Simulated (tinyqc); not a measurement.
Geometry optimisation on the unrestricted B3LYP (VWN-RPA form)/6-311g surface (energies and gradients from PySCF), for H2, spin multiplicity 3, step by step. One step of it, computed by the program tinyqc.

Problem. Step 1: move. Steepest descent, p = -g / 0.6; steps longer than 0.3 bohr are cut back (factor 0.343 here).

positions at the start (bohr):
```
,x,y,z
1H,0.000000,0.000000,0.000000
2H,0.000000,0.000000,1.239660
```

gradient (hartree/bohr):
```
,x,y,z
1H,0.00000000,0.00000000,0.37119489
2H,0.00000000,0.00000000,-0.37119489
```

Give: positions after step 1.

Solution.

positions after step 1 (bohr):
```
,x,y,z
1H,0.000,0.000,-0.212
2H,0.000,0.000,1.452
```
